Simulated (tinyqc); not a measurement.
# Band bending at a free surface with a continuum of surface states, surface photovoltage and Kelvin probe: effects of single changes

n-type bulk, xi = Ec - EF = Vt ln(Nc/Nd), p0 = ni^2/Nd, ni = sqrt(Nc Nv) exp(-Eg/(2 Vt)), Eg in volts. b is the upward band bending, u = b/Vt. Space charge per area, in units of q: Qc = sign(b) sqrt((2 eps0 eps_r Vt/q) [(Nd + dn)(exp(-u) - 1) + Nd u + (p0 + dn)(exp(u) - 1)]), with dn the excess density under light (flat quasi-Fermi levels; 0 in the dark). The states hold -Ds (E0 - xi - b): negative while the Fermi level lies above the neutrality level. Neutrality: Qc + Qf + (charge of the states) = 0.

Inputs (values chosen for the exercise); band and dielectric values those of a made-up semiconductor: temperature T = 350 K; band gap Eg = 1.18 eV; relative permittivity eps_r = 14; conduction-band density of states at T Nc = 7.35e17 cm^-3; valence-band density of states at T Nv = 1.61e19 cm^-3; electron affinity chi = 4.23 eV; donor density Nd = 2.6e16 cm^-3; fixed positive charge at the surface Qf = 1.2e11 cm^-2; work function of the probe tip pt = 4.84 eV; density of surface states Ds = 5.6e12 cm^-2 eV^-1; depth of their neutrality level below the conduction edge E0 = 0.3 eV.

Constants: q = 1.602176634e-19 C, kB = 1.380649e-23 J/K, Vt = kB T/q, eps0 = 8.8541878128e-14 F/cm where lengths are in cm. Results are converted to the units shown.

Each table varies one quantity; the others keep the values above.

## Photovoltage against injection

Under chopped light the surface charge keeps its dark value, so b falls to bL with Qc(bL, dn) = Qc(b, 0); the photovoltage is b - bL.

Photovoltage against injection:
```
dn (cm^-3)    bL (V)  photovoltage (mV)  share of b removed (%)
3e7          0.14017          3.5950e-6               2.5648e-6
5.1e8        0.14017          6.1115e-5               4.3602e-5
8.5e9        0.14016          0.0010185               7.2667e-4
1.4e11       0.14015           0.016767                0.011962
2.4e12       0.13988            0.28486                 0.20323
4.1e13       0.13591             4.2569                  3.0371
6.8e14       0.11049             29.680                  21.175
1.2e16      0.060119             80.046                  57.109
1.9e17      0.020399             119.77                  85.447
```

The photovoltage rises from 3.59e-6 to 120 mV, towards the full b = 140 mV. Its steepest rise is 40.4 mV a decade (Vt ln 10 = 69.4 mV), and it reaches 85.4 % of b in the last row: even strong light does not flatten the bands fully, so a saturation reading understates b. For dn = 1.9e17 the injection is high, and a Dember voltage, left out here, adds to the signal.

## Kelvin-probe contrast of the doping

Same model as above.

Work function chi + xi + b; contact potential difference CPD = (work function of the sample) - pt. b solves the neutrality condition in the dark.

Kelvin-probe contrast of the doping:
```
Nd (cm^-3)  xi (eV)     b (V)  CPD (mV)
1e14         0.2685  0.009802    -331.7
2.6e14       0.2397   0.03745    -332.9
6.5e14       0.2120   0.06309    -334.9
1.6e15       0.1849   0.08690    -338.2
4e15         0.1572    0.1088    -344.0
1e16         0.1296    0.1270    -353.3
2.5e16       0.1020    0.1398    -368.2
6.3e16      0.07410    0.1447    -391.2
```

What does the comparison show?

xi falls by 194 mV over the table and the CPD by 59.5 mV; b rises from 0.00980 to 0.145 V. Between the first two rows the CPD follows 4.05 % of the change of xi, and between the last two 82.2 %. It is below 100 % where b rises with the doping (pinning hides it).

tinyqc, about 0.01 s, one thread, Intel Xeon 2.30GHz (shared host): `OMP_NUM_THREADS=1 python tinyqc.py 2430019 2430020 out.jsonl`
